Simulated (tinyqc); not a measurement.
Spin coating of a resist or spin-on film: centrifugal thinning, evaporation and the final thickness (Emslie and Meyerhofer models): one step, computed by the program tinyqc. Command: `OMP_NUM_THREADS=1 python tinyqc.py 3112189 3112190 out.jsonl spincoat walk`. One thread of a shared host (Intel(R) Xeon(R) Processor @ 2.30GHz), about 0.1 s of CPU time with the checks.

A Newtonian film stays uniform over the wafer; solvent and solids have the same density and the concentration is uniform through the thickness.

Task: Rates. omega = 2 pi f/60; nu(c) = nu_s + k c^gamma; evaporation rate e = e0 sqrt(f/1000 rpm). Flow constant K = 2 omega^2/(3 nu(c0)); Reynolds number of the air omega R^2/nu_air with nu_air = 15 mm^2/s.

Inputs (values chosen for the exercise, of the order of those of a polymer resist in an ester solvent):
```
quantity                                 value          unit
solids volume fraction c0                 0.15             -
kinematic viscosity of the solvent nu_s    2.1        mm^2/s
viscosity constant k                       910        mm^2/s
viscosity exponent gamma                   2.6             -
spin speed f                              6000           rpm
evaporation rate at 1000 rpm e0          0.061  micrometre/s
wafer radius R                             150            mm
```

Give: omega; nu(c0); evaporation rate e; flow constant K; Reynolds number of the air.

Result:

omega = 628.3 1/s

nu(c0) = 8.660 mm^2/s

evaporation rate e = 0.1494 micrometre/s

flow constant K = 0.03039 1/(micrometre^2 s)

Reynolds number of the air = 9.425e+05

Caution: above a Reynolds number of about 3e5 the air flow near the rim turns turbulent, and evaporation is no longer uniform.
